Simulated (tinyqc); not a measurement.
# MOS inversion layer, Poisson-Schroedinger loop: effect of the sheet density of electrons

Electrons confined at an insulator interface at z = 0, treated as a hard wall; parabolic valleys, Hartree approximation, no image or exchange terms. The depletion charge lies far deeper than the electrons and gives a uniform field q Nd/(eps0 eps_r); the gate balances all charge. Energies are counted from the band edge at the interface.

Schroedinger equation -(C/mz) psi'' + (V0 + U) psi = E psi, C = hbar^2/(2 m0), psi(0) = 0, on a uniform mesh of 800 nodes with a far wall at 24 nm, 8 levels a set; V0 = q Nd z/(eps0 eps_r); dU/dz = q (Ns - integral of n from 0 to z)/(eps0 eps_r), U(0) = 0; N_k = g md m0 q Vt/(pi hbar^2) ln(1 + exp((EF - E_k)/Vt)), g the number of valleys of the set, sum N_k = Ns. Triangular well: E_k = a_k (C F^2/mz)^(1/3), a_1 = 2.338107, a_2 = 4.087949, C = hbar^2/(2 m0), F in eV/nm. Fang-Howard (all electrons in the lowest level of set A): b^3 = 6 (mz1/C) q (Nd + 11 Ns/32)/(eps0 eps_r), centroid 3/b, level C b^2/(4 mz1) + (3/b) q (Nd + 11 Ns/16)/(eps0 eps_r). The centroid adds 3.9 z_av/eps_r to an oxide-equivalent thickness. Shares under 0.0001 % are printed as 0.

Values chosen for this exercise; masses and permittivity close to those of germanium (100): temperature T = 200 K; relative permittivity eps_r = 15.9; mass along z of valley set A (4 valley(s)) mz1 = 0.119 m0; in-plane density-of-states mass of set A md1 = 0.292 m0; sheet density of depletion charge Nd = 3.5e12 cm^-2.

Constants: q = 1.602176634e-19 C, kB = 1.380649e-23 J/K, hbar = 1.054571817e-34 J s, m0 = 9.1093837015e-31 kg, Vt = kB T/q, eps0 = 8.8541878128e-14 F/cm where lengths are in cm, hbar^2/(2 m0) = 0.0380998212 eV nm^2. Results are converted to the units shown.

Effect of the sheet density of electrons:
```
Ns (cm^-2),A1 (meV),A2 (meV),EF (meV),share of A1 (%),share of A2 (%),centroid z_av (nm),added oxide equivalent (nm),Fang-Howard centroid (nm)
1e11,189,329,113,100,0.0297,3.11,0.763,3.30
2.1e11,192,333,129,100,0.0291,3.10,0.760,3.28
4.5e11,198,340,148,100,0.0278,3.07,0.754,3.26
9.7e11,212,356,175,100,0.0252,3.02,0.741,3.21
2.1e12,239,388,218,100,0.0206,2.92,0.716,3.11
4.4e12,292,449,286,100,0.0144,2.75,0.675,2.93
9.4e12,394,567,406,100,0.00778,2.49,0.611,2.66
2e13,577,779,616,100,0.00328,2.16,0.530,2.30
```

What does the comparison show?

As Ns goes from 1e11 to 2e13, A1 rises from 189 to 577 meV, the share of A1 stays near 100 % and the centroid falls from 3.11 to 2.16 nm. A1 goes as Ns^(0.51) between the last two rows (a triangular well in the field of that charge alone gives 2/3). EF lies more than 2 meV above A1 for Ns = 9.4e12, 2e13. The Fang-Howard centroid is 5.9 % above the full one in the first row, where A1 holds 100 %, and 6.5 % above it in the last, where A1 holds 100 %.

Numbers from tinyqc (`OMP_NUM_THREADS=1 python tinyqc.py 2160165 2160166 out.jsonl`; about 0.4 s on one thread of a shared Intel Xeon 2.30GHz).
